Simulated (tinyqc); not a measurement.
Hueckel theory of the pi electrons with the omega technique, for the molecule O=C1C=CC(=O)C(Cl)=C1 (SMILES; centres numbered as the heavy atoms are written), step by step. One step of it, computed by the program tinyqc.

Question. Omega technique, round 1. h_r = h_r(0) + omega q_r, omega = 0.6, with q_r = z_r - P_rr; 0.3 of the old diagonal is kept.

Hueckel matrix in units of beta (H = alpha + beta A):
```
           1O        2C        3C        4C        5C        6O        7C       8Cl
1O   1.000000  1.000000  0.000000  0.000000  0.000000  0.000000  0.000000  0.000000
2C   1.000000  0.000000  1.000000  0.000000  0.000000  0.000000  0.000000  0.000000
3C   0.000000  1.000000  0.000000  1.000000  0.000000  0.000000  0.000000  0.000000
4C   0.000000  0.000000  1.000000  0.000000  1.000000  0.000000  0.000000  0.000000
5C   0.000000  0.000000  0.000000  1.000000  0.000000  1.000000  1.000000  0.000000
6O   0.000000  0.000000  0.000000  0.000000  1.000000  1.000000  0.000000  0.000000
7C   0.000000  0.000000  0.000000  0.000000  1.000000  0.000000  0.000000  0.400000
8Cl  0.000000  0.000000  0.000000  0.000000  0.000000  0.000000  0.400000  2.000000
9C   0.000000  1.000000  0.000000  0.000000  0.000000  0.000000  1.000000  0.000000

           9C
1O   0.000000
2C   1.000000
3C   0.000000
4C   0.000000
5C   0.000000
6O   0.000000
7C   1.000000
8Cl  0.000000
9C   0.000000
```

charge and bond-order matrix P:
```
            1O         2C         3C         4C         5C         6O         7C        8Cl
1O    1.413135   0.718591   0.039838  -0.270582  -0.171333   0.356122  -0.278569   0.064414
2C    0.718591   0.749112   0.408171   0.139087  -0.021696  -0.171333   0.147732  -0.047014
3C    0.039838   0.408171   0.924227   0.833102   0.144814  -0.282509  -0.158925   0.014590
4C   -0.270582   0.139087   0.833102   0.929954   0.413364   0.033638  -0.072948   0.012624
5C   -0.171333  -0.021696   0.144814   0.413364   0.745830   0.729511   0.401293  -0.018522
6O    0.356122  -0.171333  -0.282509   0.033638   0.729511   1.395006   0.046696  -0.037200
7C   -0.278569   0.147732  -0.158925  -0.072948   0.401293   0.046696   0.906677   0.148050
8Cl   0.064414  -0.047014   0.014590   0.012624  -0.018522  -0.037200   0.148050   1.978080
9C    0.014730   0.425291  -0.075866  -0.176046   0.142005  -0.266642   0.822284  -0.113939

            9C
1O    0.014730
2C    0.425291
3C   -0.075866
4C   -0.176046
5C    0.142005
6O   -0.266642
7C    0.822284
8Cl  -0.113939
9C    0.957980
```

Centres:
```
centre  z_r, pi electrons of the neutral centre         h
1O                                            1  1.000000
2C                                            1  0.000000
3C                                            1  0.000000
4C                                            1  0.000000
5C                                            1  0.000000
6O                                            1  1.000000
7C                                            1  0.000000
8Cl                                           2  2.000000
9C                                            1  0.000000
```

Give: matrix after round 1.

Answer.

matrix after round 1:
```
         1O      2C      3C      4C      5C      6O      7C     8Cl
1O   0.8265  1.0000  0.0000  0.0000  0.0000  0.0000  0.0000  0.0000
2C   1.0000  0.1054  1.0000  0.0000  0.0000  0.0000  0.0000  0.0000
3C   0.0000  1.0000  0.0318  1.0000  0.0000  0.0000  0.0000  0.0000
4C   0.0000  0.0000  1.0000  0.0294  1.0000  0.0000  0.0000  0.0000
5C   0.0000  0.0000  0.0000  1.0000  0.1068  1.0000  1.0000  0.0000
6O   0.0000  0.0000  0.0000  0.0000  1.0000  0.8341  0.0000  0.0000
7C   0.0000  0.0000  0.0000  0.0000  1.0000  0.0000  0.0392  0.4000
8Cl  0.0000  0.0000  0.0000  0.0000  0.0000  0.0000  0.4000  2.0092
9C   0.0000  1.0000  0.0000  0.0000  0.0000  0.0000  1.0000  0.0000

         9C
1O   0.0000
2C   1.0000
3C   0.0000
4C   0.0000
5C   0.0000
6O   0.0000
7C   1.0000
8Cl  0.0000
9C   0.0176
```
